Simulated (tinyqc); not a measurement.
## Via and link resistance from two via chains

Problem. A chain of 5000 vias joined by 5000 metal links has R = 5000 (Rv + Rlink), with Rlink proportional to the link length. Find Rv, Rlink for length L, and the value of Rv that the short chain would give if the links were ignored.

resistance of chains of 5000 links with link lengths L and 3 L (ohm): 2.385e5  2.755e5

Solution. R per link is a straight line in the link length; its intercept at zero length is Rv.

Rv = 44.00 ohm
Rlink = 3.700 ohm
Rv without correction = 47.70 ohm

Computed by the program tinyqc: `OMP_NUM_THREADS=1 python tinyqc.py 2750161 2750162 out.jsonl`, one thread of a shared Intel Xeon 2.30GHz, about 0.01 s for the whole run.
